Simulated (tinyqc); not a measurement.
Worked calculation: Hubbard ring of 4 sites. One step of it, computed by the program tinyqc.

Question. Mean-field iteration 1. H(up) = T + U n(down), H(down) = T + U n(up); fill the lowest levels; n(new) = n + mixing (n(out) - n); E = tr T (rho up + rho down) + U sum n_up n_down of the output.

one-body matrix (hopping and site energies) (eV), order 1, 2, 3, 4:
$$\begin{pmatrix}
-0.470000 & -1.270000 & 0.000000 & -1.270000 \\
-1.270000 & 0.540000 & -1.270000 & 0.000000 \\
0.000000 & -1.270000 & 0.180000 & -1.270000 \\
-1.270000 & 0.000000 & -1.270000 & -0.240000
\end{pmatrix}$$

U = 10.300000 eV

electrons, up and down: [2, 2]

mixing = 1

n(up) at the start (a guess, not normalised): 1 0.800000, 2 0.200000, 3 0.800000, 4 0.200000

n(down) at the start (a guess): 1 0.200000, 2 0.800000, 3 0.200000, 4 0.800000

Give: levels, up; levels, down; energy; n(up) after iteration 1; n(down) after iteration 1.

Answer.

levels, up (eV): [0.9386, 2.0101, 8.2580, 9.4033]

levels, down (eV): [1.1386, 2.3321, 8.0074, 9.1319]

energy = -1.0040 eV

n(up) after iteration 1: 1 0.9509, 2 0.0482, 3 0.9412, 4 0.0597

n(down) after iteration 1: 1 0.0675, 2 0.9314, 3 0.0557, 4 0.9455
